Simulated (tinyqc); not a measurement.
## Trap density from the capacitance step

Problem. A junction with shallow donors Nd and a deep trap has C_HF = eps0 eps_r/W and C_LF = eps0 eps_r (Nd + Nt)/(Nd W + Nt xt), xt = W - lam. Find W, xt and Nt.

Inputs (values chosen for the exercise): relative permittivity eps_r = 9.54; shallow donor density Nd = 4.6e16 cm^-3.

Constants: eps0 = 8.8541878128e-14 F/cm where lengths are in cm. Results are converted to the units shown.

C_HF = 33.070829 nF/cm^2
C_LF = 33.399879 nF/cm^2
lam = 79.683882 nm

Solution. C_HF gives W. With y = C_LF/C_HF, Nt/Nd = (y - 1)/(1 - y xt/W).

W = 255 nm
xt = 176 nm
Nt = 1.50e15 cm^-3

Numbers from tinyqc (`OMP_NUM_THREADS=1 python tinyqc.py 2050166 2050167 out.jsonl`; about 0.01 s on one thread of a shared Intel Xeon 2.30GHz).
